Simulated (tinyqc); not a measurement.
## Pull-up strength from the switching point

Inverse problem. Transistor (EKV form, voltages against the body): I = 2 n b Vt^2 [F(vp - Vs) - F(vp - Vd)] from drain to source, F(v) = ln^2(1 + exp(v/(2 Vt))), vp = (Vg - VT + sg |Vd - Vs|)/n. n-channel bodies are at 0; for the p-channel device all voltages are counted down from Vdd. b in uA/V^2 gives I in uA. In an inverter In(Vg = Vd = VM) equals Ip at the switching point VM. Find bp and the current there.

Inputs (values chosen for the exercise):
```
symbol  value    unit                                  meaning
T         400       K                              temperature
Vdd       0.4       V                           supply voltage
n        1.34                                     slope factor
sg      0.048                   drain-induced barrier lowering
VTn      0.41       V                      n-channel threshold
VTp      0.29       V          p-channel threshold (magnitude)
bn        280  uA/V^2  gain factor of the pull-down transistor
```

Constants: q = 1.602176634e-19 C, kB = 1.380649e-23 J/K, Vt = kB T/q. Results are converted to the units shown.

VM = 0.256810626 V

Solution. Ip is proportional to bp, so bp is In(VM) over the p-channel current for unit b.

bp = 280.0 uA/V^2
current at VM = 0.03455 uA

Program tinyqc, `OMP_NUM_THREADS=1 python tinyqc.py 2340045 2340046 out.jsonl`; Intel Xeon 2.30GHz, shared host, one thread, about 0.03 s.
